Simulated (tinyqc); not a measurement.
What the shift does to the intrinsic density: temperature and isotope dependence of a band gap in oscillator models.

E(T) = E0 - sum_i sl_i th_i n_i(T), n = 1/(exp(th/T) - 1). The same coupling lowers the gap at 0 K by the zero-point term ZP = sum_i sl_i th_i/2, so the gap of the static lattice is E0 + ZP. Thermal expansion is taken as part of the slopes.

Constants: kB = 8.617333262e-05 eV/K; hbar^2/2m0 = 3.80998211 eV angstrom^2.

Inputs chosen for the exercise (near those of InAs; not measured data):
- E0 = 0.419 eV (gap at 0 K)
- th = (68, 201) K (temperatures of two oscillators)
- sl = (0.0935, 0.1815) meV/K (their high-temperature slopes)
- mm = 0.1 m0 (geometric mean of the density-of-states masses)

ni = 2 (mm kT/(4 pi c))^(3/2) exp(-E/2kT), c = hbar^2/2m0, with E(T) and with E0; 1 angstrom^-3 = 1e24 cm^-3. Apparent gap from an Arrhenius plot of ni/T^(3/2): E(T) - T dE/dT, dE/dT = -sum sl_i (th_i/T)^2 n_i (1 + n_i).

Results:
```
T (K)  E(T) (eV)  ni (cm^-3)  ni with E(T) / ni with E0  apparent gap (eV)
200       0.3822    6.60e+12                      2.905             0.4341
250       0.3691    1.15e+14                      3.183             0.4353
300       0.3558    8.15e+14                      3.397             0.4362
350       0.3423    3.43e+15                      3.564             0.4368
400       0.3288    1.04e+16                      3.700             0.4372
500       0.3016    5.15e+16                      3.904             0.4378
700       0.2470    3.65e+17                      4.161             0.4386
```

Using E0 in place of E(T) understates ni by a factor that rises from 2.91 to 4.16, towards exp(sum sl/2kB) = 4.9. The slope of an Arrhenius plot returns neither E(T) nor E0 but the intercept of the tangent, 0.4362 eV at 300 K, which lies 17 meV above E0 and tends to the static gap 0.4404 eV.

Program tinyqc; command `OMP_NUM_THREADS=1 python tinyqc.py 1880382 1880383 out.jsonl`; about 0.01 s on one thread of a shared Intel(R) Xeon(R) Processor @ 2.30GHz.
